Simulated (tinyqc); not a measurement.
States in the gap of a film: thin (001) film in sp3s* tight binding with raised dangling bonds.

Planes alternate anion (a), cation (c) along [001], a/4 apart, starting with an anion; zero in-plane momentum; levels counted from the bulk Ev, the lower root of [[Epa, Vxx], [Vxx, Epc]]; no spin-orbit coupling. Block of s, pz, s*: from an anion to the cation above, Vss/2 (s,s), Vsapc/2 (s,z), -Vscpa/2 (z,s), Vxx/2 (z,z), Vxapc/2 (s*,z), -Vpaxc/2 (z,s*); to the cation below the same with the s-z and s*-z signs reversed. Block of u = (px + py)/sqrt2 and v = (px - py)/sqrt2: to the cation above (Vxx + Vxy)/2 for u and (Vxx - Vxy)/2 for v, to the cation below the reverse. Each surface atom has two dangling sp3 hybrids; raising both by dl adds (dl/2) [[1, t], [t, 1]] to its s, pz levels (t = -1 at the bottom face, +1 at the top) and dl to the one of u, v in whose plane the missing bonds lie (v for a bottom anion or a top cation, u for a top anion).

Parameters, chosen for this exercise (out of a larger set: near a published set for AlAs, fitted to gaps, whose masses and valley positions are rough; not measured data): p = (-7.538, 0.991, -1.162, 3.565, 7.515, 6.728, -6.624, 1.87, 4.295, 5.08, 5.482, 4.525, 5.026) eV (order Esa, Epa, Esc, Epc, Exa, Exc, Vss, Vxx, Vxy, Vsapc, Vscpa, Vxapc, Vpaxc); Nw = 24 (planes in the thicker film).

edges (eV): Gamma 2.99332, Delta 2.24158

Levels between 0 and the lower bulk edge, the largest weight on the two outer planes of both faces among them, and the nearest levels outside, for several shifts dl.

Film of Nw planes:
```
dl (eV)  levels in the gap              at (eV)  surface weight  next above (eV)  next below (eV)
0                        3  0.061, 0.983, 1.334            0.86           2.2587          -0.0431
1                        3  0.332, 1.852, 1.930            0.89           2.2587          -0.0431
2                        1                0.732            0.67           2.2543          -0.0431
3                        1                1.212            0.73           2.2585          -0.0431
5                        1                2.182            0.70           2.2591          -0.0431
10                       0                    -               -           2.2586          -0.0431
30                       0                    -               -           2.2586          -0.0431
100                      0                    -               -           2.2586          -0.0431
```

Can the levels of the bare film be read as confined subbands?

No: with bare surfaces (dl = 0) 3 levels lie in the bulk gap, with up to 86 % of the weight on the four outer planes, two a face, where an even spread gives 17 %; these are dangling-bond states, not subbands. The reruns show the bulk gap clear from dl = 10 eV on, and at dl = 30 eV the next level above lies 0.0 meV from its value at 100 eV.

Computed by tinyqc, a small Python program: `OMP_NUM_THREADS=1 python tinyqc.py 1451372 1451373 out.jsonl` (the numbers bound the seed that draws the inputs); one thread of a shared host (Intel(R) Xeon(R) Processor @ 2.30GHz), about 0.4 s for the whole set of steps.
